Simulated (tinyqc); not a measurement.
Worked calculation: UHF in the 6-311g basis, for H2, spin multiplicity 3. One step of it, computed by the program tinyqc.

Task: Iteration 20 (converged): orbitals. Diagonalise F' = X^T F X, C = X C', fill 2 alpha and 0 beta electrons from the bottom; D(s) = C_occ C_occ^T. Each column has its largest component positive (the first on a tie).

converged F(alpha) (hartree), lower triangle:
```
           1H 1s      1H 2s      1H 3s      2H 1s      2H 2s      2H 3s
1H 1s   0.371445
1H 2s  -0.586748  -0.485404
1H 3s  -0.544959  -0.476766  -0.356390
2H 1s  -0.140638  -0.278370  -0.337359   0.371445
2H 2s  -0.278370  -0.350413  -0.368860  -0.586748  -0.485404
2H 3s  -0.337359  -0.368860  -0.327100  -0.544959  -0.476766  -0.356390
```

converged F(beta) (hartree), lower triangle:
```
           1H 1s      1H 2s      1H 3s      2H 1s     2H 2s     2H 3s
1H 1s   1.011222
1H 2s   0.011519   0.166268
1H 3s  -0.141525   0.007865   0.040048
2H 1s  -0.084270  -0.106991  -0.105984   1.011222
2H 2s  -0.106991  -0.056924  -0.041707   0.011519  0.166268
2H 3s  -0.105984  -0.041707  -0.005579  -0.141525  0.007865  0.040048
```

X:
```
               1          2          3          4          5         6
1H 1s   0.720996  -0.883409  -0.712630   0.666107   0.462315  0.157216
1H 2s  -1.823711   1.508354   0.631315   0.096188   0.346289  0.242405
1H 3s   2.116551  -0.886088   0.786723  -0.500356   0.140891  0.255896
2H 1s  -0.720996  -0.883409   0.712630   0.666107  -0.462315  0.157216
2H 2s   1.823711   1.508354  -0.631315   0.096188  -0.346289  0.242405
2H 3s  -2.116551  -0.886088  -0.786723  -0.500356  -0.140891  0.255896
```

Give: F' = X^T F X; orbital energies; coefficients C; F' = X^T F X; orbital energies; coefficients C; D(alpha) after iteration 20; D(beta) after iteration 20.

Result:

F' = X^T F X (alpha) (hartree), lower triangle:
```
        1       2       3       4       5       6
1   1.393
2   0.000   1.853
3  -0.983   0.000   1.182
4   0.000  -1.030   0.000   0.964
5   0.309   0.000  -0.618   0.000  -0.087
6   0.000  -0.050   0.000  -0.120   0.000  -0.660
```

orbital energies (alpha) (hartree): MO1 -0.677, MO2 -0.345, MO3 0.304, MO4 0.391, MO5 2.442, MO6 2.530

coefficients C (alpha):
```
         MO1     MO2     MO3     MO4     MO5     MO6
1H 1s  0.173   0.177  -0.048  -0.085  -1.097  -1.103
1H 2s  0.350   0.443  -0.871  -1.023   1.613   1.209
1H 3s  0.139   0.608   0.931   1.941  -0.991  -0.463
2H 1s  0.173  -0.177  -0.048   0.085   1.097  -1.103
2H 2s  0.350  -0.443  -0.871   1.023  -1.613   1.209
2H 3s  0.139  -0.608   0.931  -1.941   0.991  -0.463
```

F' = X^T F X (beta) (hartree), lower triangle:
```
        1       2       3      4      5      6
1   1.427
2   0.000   1.913
3  -1.015   0.000   1.312
4   0.000  -1.074   0.000  1.154
5   0.305   0.000  -0.586  0.000  0.600
6   0.000  -0.028   0.000  0.118  0.000  0.000
```

orbital energies (beta) (hartree): MO1 -0.018, MO2 0.169, MO3 0.410, MO4 0.585, MO5 2.584, MO6 2.676

coefficients C (beta):
```
         MO1     MO2     MO3     MO4     MO5     MO6
1H 1s  0.111  -0.096   0.055  -0.093  -1.106  -1.111
1H 2s  0.097   0.059   0.987  -1.203   1.547   1.166
1H 3s  0.411  -1.429  -0.858   1.485  -0.934  -0.442
2H 1s  0.111   0.096   0.055   0.093   1.106  -1.111
2H 2s  0.097  -0.059   0.987   1.203  -1.547   1.166
2H 3s  0.411   1.429  -0.858  -1.485   0.934  -0.442
```

D(alpha) after iteration 20, lower triangle:
```
        1H 1s   1H 2s   1H 3s  2H 1s  2H 2s  2H 3s
1H 1s   0.061
1H 2s   0.139   0.319
1H 3s   0.132   0.318   0.389
2H 1s  -0.001  -0.018  -0.083  0.061
2H 2s  -0.018  -0.073  -0.221  0.139  0.319
2H 3s  -0.083  -0.221  -0.350  0.132  0.318  0.389
```

D(beta) after iteration 20, lower triangle:
```
       1H 1s  1H 2s  1H 3s  2H 1s  2H 2s  2H 3s
1H 1s  0.000
1H 2s  0.000  0.000
1H 3s  0.000  0.000  0.000
2H 1s  0.000  0.000  0.000  0.000
2H 2s  0.000  0.000  0.000  0.000  0.000
2H 3s  0.000  0.000  0.000  0.000  0.000  0.000
```
